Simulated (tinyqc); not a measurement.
Exponent and activation energy from three stresses.

Problem. Oxide breakdown follows t63 = a V^(-n) exp(Ea q/(kB T)). Find n, Ea and the E-model slope gamma = n/E (cm/MV) at the higher voltage, E = V/tox.

Values chosen for this exercise: oxide thickness tox = 1 nm.

Constants: q = 1.602176634e-19 C, kB = 1.380649e-23 J/K. Results are converted to the units shown.

t63 at (1.45 V, 373 K), (1.86 V, 373 K) and (1.86 V, 398 K) (s): [3.3158723e5, 12.831699, 4.3801950]

Answer. The two voltages give n and the two temperatures Ea.

n = 40.80
Ea = 0.5500 eV
gamma = 2.194 cm/MV

tinyqc, about 0.01 s, one thread, Intel Xeon 2.30GHz (shared host): `OMP_NUM_THREADS=1 python tinyqc.py 2070096 2070097 out.jsonl`
